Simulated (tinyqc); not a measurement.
## Hall measurement with a parallel conducting layer

Two layers in parallel, unit Hall factors, low field: 1/Rs = q (ns mu + n2 m2); apparent mobility (ns mu^2 + sg n2 m2^2)/(ns mu + n2 m2); apparent density (ns mu + n2 m2)^2/(ns mu^2 + sg n2 m2^2); a negative value means the sign of the second layer.

Values chosen for this exercise:
- ns = 1.2e13 cm^-2 (sheet density of the layer)
- mu = 63 cm^2/(V s) (drift mobility)
- m2 = 640 cm^2/(V s) (mobility of the parallel layer)
- sg = -1 (sign of its carriers relative to the first layer)

Constants: q = 1.602176634e-19 C. Results are converted to the units shown.

Results:

| n2 (cm^-2) | Rs (ohm/square) | apparent density (cm^-2) | apparent mobility (cm^2/(V s)) | share of the conductance in layer 2 (%) |
|---|---|---|---|---|
| 4e10 | 7985.6 | 1.9553e13 | 39.974 | 3.2753 |
| 2e11 | 7060.5 | -2.2788e13 | -38.792 | 14.480 |
| 7e11 | 5184.0 | -6.0630e12 | -198.58 | 37.209 |
| 1e13 | 872.21 | -1.2649e13 | -565.73 | 89.435 |
| 5e13 | 190.55 | -5.2513e13 | -623.77 | 97.692 |
| 2e14 | 48.475 | -2.0249e14 | -635.87 | 99.413 |
| 9e14 | 10.822 | -9.0248e14 | -639.08 | 99.869 |
| 4e15 | 2.4374 | -4.0025e15 | -639.79 | 99.970 |

Estimate the missing row, n2 = 3e12 cm^-2.

Computed row:

| n2 (cm^-2) | Rs (ohm/square) | apparent density (cm^-2) | apparent mobility (cm^2/(V s)) | share of the conductance in layer 2 (%) |
|---|---|---|---|---|
| 3e12 | 2332.4 | -6.0626e12 | -441.39 | 71.749 |

With this row back in the table: The apparent mobility falls from 40.0 to -640 cm^2/(V s), between mu = 63 and sg m2 = -640. The Hall signal vanishes at n2 = ns (mu/m2)^2 = 1.16e11 cm^-2, where the apparent density diverges.

tinyqc, about 0.01 s, one thread, Intel Xeon 2.30GHz (shared host): `OMP_NUM_THREADS=1 python tinyqc.py 2850148 2850149 out.jsonl`
